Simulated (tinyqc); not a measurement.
What moves the results: parabolic quantum dot in a magnetic field (Fock-Darwin). A value that a table varies takes the place of the one given here.

Two dimensions, V = m w0^2 r^2/2, one valley. hbar wc = 2 muB B/m, W = sqrt(w0^2 + wc^2/4), E(n, l, s) = (2n + |l| + 1) hbar W - l hbar wc/2 + s gs muB B, n = 0, 1, ..., l = 0, +/-1, ..., s = +/-1/2; length lam = sqrt(2c/(m hbar W)), c = hbar^2/2m0.

Two electrons, first order in the Coulomb energy: the singlet (0,0)^2 has 2W + J0 and the lowest triplet (0,0)(0,1) has 3W - wc/2 + J0/2 - Ez, with J0 = sqrt(pi/2) q/(eps lam), q = e^2/(4 pi eps0), Ez = |gs| muB B.

Exact treatment: the centre of mass separates with energy W, and the relative motion obeys [-(2c/m) Laplacian + (2c/m) r^2/(2 lam^2)^2 + q/(eps r)] psi = e_l psi for angular number l, solved in 14 Gaussians r^l exp(-a r^2), a = 1.7^i/(4 lam^2), i = -3 to 10. E(S) = W + e_0, E(T) = W + e_1 - wc/2 - Ez.

Constants: muB = 5.788381798e-05 eV/T; hbar^2/2m0 = 3.80998211 eV angstrom^2; e^2/(4 pi eps0) = 14.39964547 eV angstrom.

Parameters, chosen for this exercise (near those of a gate-defined dot in InGaAs; shifted at random, so the results belong to these values and not to a real crystal):
- m = 0.0446 m0 (mass)
- gs = -3.21 (g factor)
- w0 = 7.5 meV (confinement energy hbar w0)
- Bs = (0, 0.72, 1.4, 2.3, 3.5, 5.2, 7.5) T (fields)
- eps = 13.9 (dielectric constant)
- B = 1.46 T (magnetic field)

## Levels against field

Six orbital levels without the Zeeman term.

Levels (meV):

| B (T) | (0,0) | (0,1) | (0,-1) | (0,2) | (1,0) | (0,3) |
|---|---|---|---|---|---|---|
| 0 | 7.500 | 15.000 | 15.000 | 22.500 | 22.500 | 30.000 |
| 0.72 | 7.558 | 14.182 | 16.050 | 20.805 | 22.674 | 27.429 |
| 1.4 | 7.717 | 13.617 | 17.251 | 19.517 | 23.151 | 25.417 |
| 2.3 | 8.072 | 13.159 | 19.129 | 18.247 | 24.217 | 23.334 |
| 3.5 | 8.768 | 12.994 | 22.079 | 17.220 | 26.305 | 21.446 |
| 5.2 | 10.089 | 13.430 | 26.928 | 16.771 | 30.268 | 20.111 |
| 7.5 | 12.288 | 14.842 | 34.310 | 17.397 | 36.864 | 19.951 |

(0,2) crosses (0,-1) where W = 3 wc/2, that is wc = w0/sqrt(2), B = 2.04 T, and (0,3) crosses it at W = wc, B = 3.34 T. States with n = 0 and l >= 0 draw together into the lowest Landau level: their spacing W - wc/2 shrinks from 7.50 to 2.55 meV, while (0,-1) climbs to 22.02 meV above (0,0).

## Singlet against triplet in a field

For each field, first order and exact.

Energies (meV):

| B (T) | J0 | W - wc/2 | Ez | E(T) - E(S), first order | exact |
|---|---|---|---|---|---|
| 0 | 8.602 | 7.500 | 0.000 | 3.199 | 4.64 |
| 0.72 | 8.636 | 6.624 | 0.134 | 2.172 | 3.61 |
| 1.4 | 8.726 | 5.900 | 0.260 | 1.277 | 2.72 |
| 2.3 | 8.925 | 5.087 | 0.427 | 0.198 | 1.65 |
| 3.5 | 9.301 | 4.226 | 0.650 | -1.075 | 0.40 |
| 5.2 | 9.977 | 3.341 | 0.966 | -2.614 | -1.12 |
| 7.5 | 11.011 | 2.554 | 1.394 | -4.345 | -2.81 |

Exactly, the triplet drops below the singlet between 3.5 and 5.2 T. First order puts the crossing between 2.3 and 3.5 T; with J0/W = 1.15 at zero field it misses the splitting there by 1.44 meV. From the first row to the last the orbital cost falls by 4.95 meV, the Coulomb gain J0/2 (half direct, half exchange) grows by 1.20 meV and the Zeeman gain by 1.39 meV. States of higher angular number, which take over at higher fields, in soft dots already within such a table, are left out.

## What each parameter does

The two modes W +/- wc/2, lam and the exact E(T) - E(S), with q = e^2/(4 pi eps0) and Ez = |gs| muB B. Each row changes one parameter from the base and keeps the others.

Results:

| case | upper mode (meV) | lower mode (meV) | lam (angstrom) | E(T) - E(S) (meV) |
|---|---|---|---|---|
| base | 9.631 | 5.841 | 148.6 | 2.65 |
| B = 2.19 T | 10.863 | 5.178 | 146.0 | 1.78 |
| w0 = 9.38 meV | 11.464 | 7.675 | 133.6 | 4.03 |
| m = 0.0513 m0 | 9.326 | 6.031 | 139.1 | 2.72 |
| gs = -4.81 | 9.631 | 5.841 | 148.6 | 2.51 |
| eps = 11.8 | 9.631 | 5.841 | 148.6 | 2.33 |

The largest shifts from the base row, up to three for each result and ties (the steps differ in size, so this ranks the rows, not the parameters). upper mode (meV): w0 +1.834, B +1.232, m -0.304; unchanged at the printed digits by gs and eps. lower mode (meV): w0 +1.834, B -0.663, m +0.191; unchanged at the printed digits by gs and eps. lam (angstrom): w0 -15.0, m -9.5, B -2.7; unchanged at the printed digits by gs and eps. E(T) - E(S) (meV): w0 +1.39, B -0.87, eps -0.31.

Run: tinyqc, `OMP_NUM_THREADS=1 python tinyqc.py 1250984 1250985 out.jsonl`; Intel(R) Xeon(R) Processor @ 2.30GHz, one thread, shared host; about 0.04 s of CPU time with all checks.
